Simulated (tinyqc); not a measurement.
Inside a calculation. Method: Jacobi rotations on a symmetric matrix. Computed by tinyqc, a small Python program that keeps every step. Settings: method = jacobi. Command: `OMP_NUM_THREADS=1 python tinyqc.py 20978 20979 out.jsonl` (the two numbers bound the seeds that draw the settings). One thread of a shared host (Intel(R) Xeon(R) Processor @ 2.60GHz), about 0.01 s of CPU time with the checks.

## Jacobi rotation 1

A:
$$\begin{pmatrix}
0.490000 & 0.160000 & -0.475000 \\
0.160000 & 2.142000 & 0.204000 \\
-0.475000 & 0.204000 & 4.013000
\end{pmatrix}$$

Take the largest off-diagonal element A_pq; tan 2 theta = 2 A_pq / (A_qq - A_pp) with |theta| <= pi/4; A' = J^T A J with J_pp = J_qq = cos, J_pq = sin, J_qp = -sin.

p, q, theta (rad): [1.000000, 3.000000, -0.131696]

A':
$$\begin{pmatrix}
0.427080 & 0.185403 & 0.000000 \\
0.185403 & 2.142000 & 0.181223 \\
0.000000 & 0.181223 & 4.075920
\end{pmatrix}$$

## Jacobi rotation 2

As before.

p, q, theta (rad): [1.000000, 2.000000, 0.106473]

A':
$$\begin{pmatrix}
0.407265 & 0.000000 & -0.019259 \\
0.000000 & 2.161815 & 0.180197 \\
-0.019259 & 0.180197 & 4.075920
\end{pmatrix}$$

## Jacobi rotation 3

As before.

p, q, theta (rad): [2.000000, 3.000000, 0.093052]

A':
$$\begin{pmatrix}
0.407265 & 0.001789 & -0.019176 \\
0.001789 & 2.144999 & 0.000000 \\
-0.019176 & 0.000000 & 4.092736
\end{pmatrix}$$

## All rotations

The off-diagonal norm falls at every rotation.

Rotations:
```
step  p  q      theta  off-diagonal norm
1     1  3  -0.131696           3.67e-01
2     1  2   0.106473           2.56e-01
3     2  3   0.093052           2.72e-02
4     1  3  -0.005203           2.53e-03
5     1  2   0.001030           1.32e-05
6     2  3  -4.78e-06           1.36e-08
7     1  3   2.60e-09           6.48e-14
```

eigenvalues: [0.407163, 2.145001, 4.092836]
